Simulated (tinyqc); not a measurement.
What moves the results: model-solid line-up of a strained alloy layer on a substrate. A value that a table varies takes the place of the one given here.

All values of the alloy are linear in x but the gap, Eg(x) = (1 - x) Eg_A + x Eg_B - C x (1 - x), and the valence edge, Ev(x) = (1 - x) Ev_A + x Ev_B + fv C x (1 - x); Ec = Ev + Eg. Ev is the top of the unstrained valence band on a scale common to all materials. In the layer only the Gamma valley of the conduction band is followed, also where an X or L valley would lie lower.

Coherent growth on a (111) face: e_par = (a_s - a)/a, e_perp = -(2 C11 + 4 C12 - 4 C44)/(C11 + 2 C12 + 4 C44) e_par; exx = eyy = ezz = (2 e_par + e_perp)/3 and exy = eyz = ezx = (e_perp - e_par)/3.

Strained edges: Ec + ac tr(e); the valence edges are Ev plus the levels of the 6 x 6 matrix of X, Y, Z times spin with -Dso/3 + l exx + m (eyy + ezz) on the diagonal (cyclic), n exy off it, l = av + 2 b, m = av - b, n = sqrt(3) d. Spin-orbit term (Dso/3) L.sigma on X, Y, Z with (L_k)_ij = -i epsilon_kij: <X+|H|Y+> = -i Dso/3, <X+|H|Z-> = Dso/3, <Y+|H|Z-> = -i Dso/3, <Z+|H|X-> = -Dso/3, <Z+|H|Y-> = i Dso/3, <X-|H|Y-> = i Dso/3, and their conjugates; + and - are the spin along z.

dEc = Ec(substrate) - Ec(layer), dEv = Ev(layer) - Ev(substrate); positive values confine the carrier in the layer. Type I: both of one sign; type II: opposite signs; type III: the gaps do not overlap.

Coherent growth: e_par = (a_s - a)/a. (001): e_perp = -2 (C12/C11) e_par; exx = eyy = e_par, ezz = e_perp, no shear. (111): e_perp = -(2 C11 + 4 C12 - 4 C44)/(C11 + 2 C12 + 4 C44) e_par; exx = eyy = ezz = (2 e_par + e_perp)/3 and exy = eyz = ezx = (e_perp - e_par)/3. (110): e_perp = -(C11 + 3 C12 - 2 C44)/(C11 + C12 + 2 C44) e_par; exx = eyy = (e_par + e_perp)/2, ezz = e_par, exy = (e_perp - e_par)/2, eyz = ezx = 0.

Parameters, chosen for this exercise (A near InAs, B near AlAs, substrate near InAs; the results hold for these values, not for the real material): a = (6.052, 5.666) angstrom (lattice constant of A, B); Eg = (0.422, 3.066) eV (gap at Gamma to the s-like level of A, B); Dso = (0.394, 0.282) eV (spin-orbit splitting of A, B); Ev = (-0.59, -1.34) eV (top of the unstrained valence band of A, B); ac = (-5.08, -5.57) eV (conduction deformation potential of A, B); av = (0.99, 2.48) eV (valence hydrostatic potential of A, B); b = (-1.77, -2.29) eV (tetragonal shear potential of A, B); d = (-3.6, -3.37) eV (trigonal shear potential of A, B); C11 = (82.8, 125) GPa (of A, B); C12 = (45, 54) GPa (of A, B); C44 = (40, 54.2) GPa (of A, B); C = 0.816 eV (bowing of the gap); fv = 0.2 (share of the bowing taken by the valence edge); a_s = 6.052 angstrom (substrate); Eg_s = 0.422 eV (lowest gap of the substrate); Ev_s = -0.59 eV (substrate valence edge); face = 111 (growth face); x = 0.21 (fraction of B).

## Composition against offsets

Each composition is strained to the same substrate.

Results:

| x | e_par (%) | relaxed gap (eV) | strained gap (eV) | valence splitting (meV) | dEc (eV) | dEv (eV) | type |
|---|---|---|---|---|---|---|---|
| 0.02 | 0.13 | 0.459 | 0.443 | 8 | -0.016 | -0.006 | I |
| 0.08 | 0.51 | 0.573 | 0.510 | 34 | -0.066 | -0.022 | I |
| 0.14 | 0.90 | 0.694 | 0.578 | 62 | -0.120 | -0.037 | I |
| 0.20 | 1.29 | 0.820 | 0.650 | 91 | -0.178 | -0.051 | I |
| 0.27 | 1.75 | 0.975 | 0.738 | 126 | -0.251 | -0.065 | I |
| 0.33 | 2.15 | 1.114 | 0.817 | 157 | -0.318 | -0.077 | I |
| 0.39 | 2.55 | 1.259 | 0.898 | 189 | -0.389 | -0.087 | I |
| 0.45 | 2.95 | 1.410 | 0.984 | 222 | -0.465 | -0.097 | I |

The layer stays under tension over this range. The strained gap runs from 0.443 to 0.984 eV, against 0.459 to 1.410 eV for the relaxed alloy: strain takes back part of the change that the composition makes. Strains above 2 % can be kept only in layers of a few nanometres. The line-up is type I throughout, with the layer as the barrier. Offsets below about 50 meV are within the spread of parameter sets, so those rows do not settle the type. Where the alloy is indirect its X or L edge, left out, lies lower and sets the real gap and dEc.

## The same layer on three faces

Composition and substrate are kept.

Results:

| face | e_perp (%) | tr(e) (%) | shift of Ec (meV) | shift of Ev (meV) | valence splitting (meV) | gap (eV) |
|---|---|---|---|---|---|---|
| (001) | -1.389 | 1.326 | -68.7 | 81.2 | 115.5 | 0.6920 |
| (111) | -0.756 | 1.959 | -101.6 | 77.8 | 95.6 | 0.6626 |
| (110) | -0.885 | 1.830 | -94.9 | 78.4 | 99.6 | 0.6686 |

The layer yields most along the normal on (001) and least on (111), so the volume change, and with it the shift of Ec, is largest on (111). The valence splitting, set by b on (001), by d on (111) and by both on (110), is largest on (001). The gaps span 29 meV, from (111) to (001).

## What each parameter does

Strained gap, valence splitting and offsets. Each row changes one parameter from the base and keeps the others.

Results:

| case | gap (eV) | splitting (meV) | dEc (eV) | dEv (eV) |
|---|---|---|---|---|
| base | 0.6626 | 95.6 | -0.1879 | -0.0527 |
| x = 0.23 | 0.6874 | 105.5 | -0.2084 | -0.0569 |
| a_s = 6.072 angstrom | 0.6161 | 121.4 | -0.1628 | -0.0312 |
| C = 0.916 eV | 0.6460 | 95.6 | -0.1746 | -0.0494 |
| fv = 0.4 | 0.6626 | 95.6 | -0.2150 | -0.0256 |
| Ev_s = -0.54 eV | 0.6626 | 95.6 | -0.1379 | -0.1027 |
| b = (-2.035, -2.633) eV | 0.6626 | 95.6 | -0.1879 | -0.0527 |
| av = (1.138, 2.852) eV | 0.6587 | 95.6 | -0.1879 | -0.0489 |
| d = (-4.14, -3.875) eV | 0.6534 | 111.2 | -0.1879 | -0.0436 |

The largest shifts from the base row, up to three for each result and ties (the steps differ in size, so this ranks the rows, not the parameters). gap (eV): a_s -0.0465, x +0.0248, C -0.0166; unchanged at the printed digits by fv, Ev_s and b. splitting (meV): a_s +25.8, d +15.6, x +9.9; unchanged at the printed digits by C, fv, Ev_s, b and av. dEc (eV): Ev_s +0.0500, fv -0.0271, a_s +0.0251; unchanged at the printed digits by b, av and d. dEv (eV): Ev_s -0.0500, fv +0.0271, a_s +0.0214; unchanged at the printed digits by b.

Computed by tinyqc, a small Python program: `OMP_NUM_THREADS=1 python tinyqc.py 1081178 1081179 out.jsonl` (the numbers bound the seed that draws the inputs); one thread of a shared host (Intel(R) Xeon(R) Processor @ 2.30GHz), about 0.02 s for the whole set of steps.
